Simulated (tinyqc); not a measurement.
Length of a molecular wire: coherent transport through a tight-binding bridge. Computed by the program tinyqc. 

A uniform bridge between two chains:
```
parameter,value
site energy (eV),3.050000
hopping in the bridge (eV),1.060000
lead hopping (eV),1.700000
couplings (eV),"0.86, 0.33"
E (eV),-0.280000
```

T = Gamma_L Gamma_R |G_1n|^2 with the self-energies of semi-infinite chains.

Transmission against length:
```
sites,T,ln T
2,1.2593e-03,-6.677
3,1.6215e-04,-8.727
4,2.0941e-05,-10.774
5,2.7055e-06,-12.820
6,3.4955e-07,-14.867
7,4.5162e-08,-16.913
8,5.8349e-09,-18.959
9,7.5388e-10,-21.006
10,9.7402e-11,-23.052
```

E lies outside the band of the bridge (|E - e|/2h = 1.571 > 1), so T decays as exp(-beta n) with beta = 2 arccosh(1.571) = 2.0464 a site; the last two rows give 2.0464.
